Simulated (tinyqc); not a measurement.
Inside a calculation. Method: CCSD on RHF in the sto-6g basis, for BeH+, spin multiplicity 1. One step of it, computed by the program tinyqc.

Question. CCSD: starting amplitudes. t_ij^ab = <ij||ab> / (e_i + e_j - e_a - e_b), whose energy is MP2.

orbital energies (hartree): MO1 -5.103748, MO2 -0.779537, MO3 -0.270715, MO4 -0.155196, MO5 -0.155196, MO6 0.479056

Two-electron integrals over orbitals (pq|rs), unique and non-zero (hartree):
```
(11|11) 2.284182    (21|11) -0.171302   (21|21) 0.022985    (22|11) 0.513602
(22|21) 0.004509    (22|22) 0.567107    (31|11) -0.177257   (31|21) 0.016837
(31|22) -0.020936   (31|31) 0.029564    (32|11) 0.028900    (32|21) -0.006149
(32|22) -0.063142   (32|31) 0.001943    (32|32) 0.025566    (33|11) 0.565523
(33|21) -0.015099   (33|22) 0.322102    (33|31) 0.004918    (33|32) 0.022307
(33|33) 0.481037    (41|41) 0.015890    (42|41) 0.012971    (42|42) 0.042516
(43|41) 0.014117    (43|42) 0.029499    (43|43) 0.053363    (44|11) 0.570099
(44|21) -0.006109   (44|22) 0.381373    (44|31) -0.005739   (44|32) 0.012292
(44|33) 0.402882    (44|44) 0.450117    (51|51) 0.015890    (52|51) 0.012971
(52|52) 0.042516    (53|51) 0.014117    (53|52) 0.029499    (53|53) 0.053363
(54|54) 0.024258    (55|11) 0.570099    (55|21) -0.006109   (55|22) 0.381373
(55|31) -0.005739   (55|32) 0.012292    (55|33) 0.402882    (55|44) 0.401601
(55|55) 0.450117    (61|11) 0.094226    (61|21) -0.017136   (61|22) -0.011013
(61|31) -0.003192   (61|32) 0.005486    (61|33) 0.017319    (61|44) 0.001159
(61|55) 0.001159    (61|61) 0.018473    (62|11) -0.097202   (62|21) 0.005214
(62|22) 0.086195    (62|31) 0.003748    (62|32) -0.042973   (62|33) -0.025732
(62|44) -0.040668   (62|55) -0.040668   (62|61) 0.000029    (62|62) 0.122523
(63|11) 0.039287    (63|21) -0.004623   (63|22) -0.056900   (63|31) 0.006732
(63|32) 0.020666    (63|33) 0.057689    (63|44) 0.010226    (63|55) 0.010226
(63|61) 0.007244    (63|62) -0.040396   (63|63) 0.042500    (64|41) -0.009720
(64|42) -0.030891   (64|43) -0.017449   (64|64) 0.028326    (65|51) -0.009720
(65|52) -0.030891   (65|53) -0.017449   (65|65) 0.028326    (66|11) 0.532116
(66|21) 0.000827    (66|22) 0.551384    (66|31) -0.015768   (66|32) -0.058372
(66|33) 0.355092    (66|44) 0.384918    (66|55) 0.384918    (66|61) -0.005276
(66|62) 0.111233    (66|63) -0.050946   (66|66) 0.581057
```

Give: Starting amplitudes; correlation energy.

Answer.

Starting amplitudes (spin orbitals 1a, 1b, ...; amplitudes related by a flip of all spins are not repeated):

| from | to | t |
|---|---|---|
| 2a 2b | 6a 6b | -0.0487 |
| 2a 2b | 4a 4b | -0.0340 |
| 2a 2b | 5a 5b | -0.0340 |
| 2a 2b | 3a 3b | -0.0251 |
| 2a 2b | 3a 6b | 0.0243 |
| 1a 1b | 3a 3b | -0.0031 |
| 1a 2b | 4a 4b | -0.0023 |
| 1a 2b | 5a 5b | -0.0023 |
| 1a 1b | 6a 6b | -0.0017 |
| 1a 1b | 4a 4b | -0.0016 |
| 1a 1b | 5a 5b | -0.0016 |
| 1a 2b | 3b 6a | 0.0009 |
| 1a 2b | 3a 6b | -0.0006 |
| 1a 2b | 3a 3b | -3.64e-04 |
| 1a 1b | 3a 6b | 3.07e-04 |
| 1a 2a | 3a 6a | 2.85e-04 |
| 1a 2b | 6a 6b | -4.24e-06 |

correlation energy = -0.011903 hartree
